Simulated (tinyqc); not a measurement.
On-chip interconnect, size-dependent resistivity and RC delay: one step of the calculation.

A rectangular line between two neighbours and two ground planes. Surface and grain-boundary scattering are added to the bulk resistivity as corrections; capacitances are parallel-plate values without fringing; inductance is ignored.

Task. Resistivity, resistance and capacitance per length. Metal width x = wd - 2 tl, height y = AR wd - tl; grain boundaries (Mayadas-Shatzkes): al = (lam/(gr x)) Rg/(1 - Rg), g = 1/[1 - 3 al/2 + 3 al^2 - 3 al^3 ln(1 + 1/al)] - 1; surfaces (Fuchs-Sondheimer, thick limit): s = (3/8) lam (1 - ps)(1/x + 1/y); rho = rho0 (1 + g + s); r = rho/(x y); c = eps0 ek (2 wd/hd + 2 Mf AR wd/sp).

Parameters, values chosen for the exercise; metal values close to those of copper: bulk resistivity rho0 = 1.71 uohm cm; bulk mean free path lam = 40.6 nm; specular share of surface scattering ps = 0; reflection coefficient of grain boundaries Rg = 0.4; grain size over the metal width gr = 1; drawn line width wd = 8.6 nm; aspect ratio, height over width AR = 2.4; liner on both walls and the bottom, not conducting tl = 1.2 nm; space to the neighbouring lines sp = 13 nm; dielectric height to the planes above and below hd = 14 nm; relative permittivity of the dielectric ek = 3; Miller factor of the neighbours Mf = 0.

Constants: eps0 = 8.8541878128e-12 F/m. Results are converted to the units shown.

Wanted: x; y; al; g; s; rho; r; c.

Result.

x = 6.200 nm
y = 19.44 nm
al = 4.366
g = 5.880
s = 3.239
rho = 17.30 uohm cm
r = 1436 ohm/um
c = 0.03263 fF/um

Range of the model: The metal width is under the mean free path, where the thick-limit surface term and the simple sum of corrections lose accuracy.

Program tinyqc, `OMP_NUM_THREADS=1 python tinyqc.py 2100160 2100161 out.jsonl`; Intel Xeon 2.30GHz, shared host, one thread, about 0.01 s.
